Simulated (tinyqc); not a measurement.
Pinning factor and decay constant from two barriers.

Problem. phiB = S (phiM - chi) + (1 - S)(Eg - E0) with S = 1/(1 + (1/S0 - 1) exp(-be ti)). Find S0, S at the given thickness and be.

Inputs (values chosen for the exercise); semiconductor values close to those of gallium arsenide; interlayer mass of the order of that in titanium dioxide, offset chosen freely: band gap Eg = 1.45 eV; electron affinity chi = 3.95 eV; charge-neutrality level above the valence band E0 = 0.49 eV; metal work function phiM = 4.12 eV.

phiB at ti = 0, 0.2 nm (eV): [0.881, 0.84376076]

Answer. Each barrier gives its S by linear interpolation between the pinned and the unpinned value; the ratio of the two values of 1/S - 1 is exp(be ti).

S0 = 0.1000
S = 0.1471
be = 2.200 1/nm

Computed by the program tinyqc: `OMP_NUM_THREADS=1 python tinyqc.py 2270153 2270154 out.jsonl`, one thread of a shared Intel Xeon 2.30GHz, about 0.04 s for the whole run.
